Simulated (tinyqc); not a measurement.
Bandgap voltage reference from two bipolar transistors: two steps of the calculation.

Two transistors of area 1 and N carry the same current I. Is(T) = Is (T/T0)^eta exp[(Vg0 q/kB)(1/T0 - 1/T)], VBE1 = Vt ln(I/Is(T)) + I rb, VBE2 = Vt ln(I/(N Is(T))) + I rb/N. The amplifier forces I R1(T) = VBE1 - VBE2 + Vos, with R(T) = R (1 + tc (T - T0)) for both resistors, and the output is Vref = VBE1 + I R2(T). Base currents and the Early effect are neglected.

Inputs (values chosen for the exercise); values of the order met in silicon bipolar transistors:
- T0 = 300 K (reference temperature)
- Vg0 = 1.191 V (band-gap voltage extrapolated to 0 K)
- eta = 3.1 (temperature exponent of the saturation current)
- Is = 6.1e-18 A (saturation current of the unit transistor at T0)
- N = 8 (area ratio of the second transistor)
- R1 = 10 kohm (resistor across which the difference of VBE falls, at T0)
- tc = 0 ppm/K (temperature coefficient of both resistors)
- Vos = 0 mV (offset of the amplifier)
- rb = 100 ohm (series resistance of the unit transistor)
- R2 = 93.45 kohm (output resistor at T0)

Constants: q = 1.602176634e-19 C, kB = 1.380649e-23 J/K. Results are converted to the units shown.

Task 1. Operating point at the reference temperature. Vt = kB T/q; I = (Vt ln N + Vos)/(R1(T) - rb (1 - 1/N)). Evaluate at T = T0.

Find: Vt; I; Is(T); VBE1; I R2; Vref.

Result 1.

Vt = 0.02585 V
I = 5.423 uA
Is(T) = 6.100e-18 A
VBE1 = 0.7118 V
I R2 = 0.5068 V
Vref = 1.219 V

Task 2. Resistor for zero slope at T0, ideal case. With tc = 0, Vos = 0 and rb = 0 the current is proportional to T, dVBE/dT = (VBE - Vg0 - (eta - 1) Vt)/T, and Vref has zero slope at T0 when Vref = Vg0 + (eta - 1) Vt0. Find VBE1, its slope, that Vref, R2/R1 and the curvature d2Vref/dT2 = -(eta - 1) kB/(q T0).

Give: VBE1; dVBE/dT; Vref; R2/R1; curvature.

Result 2.

VBE1 = 0.7110 V
dVBE/dT = -1.781 mV/K
Vref = 1.245 V
R2/R1 = 9.938
curvature = -0.6032 uV/K^2

tinyqc, about 0.02 s, one thread, Intel Xeon 2.30GHz (shared host): `OMP_NUM_THREADS=1 python tinyqc.py 2062131 2062132 out.jsonl`
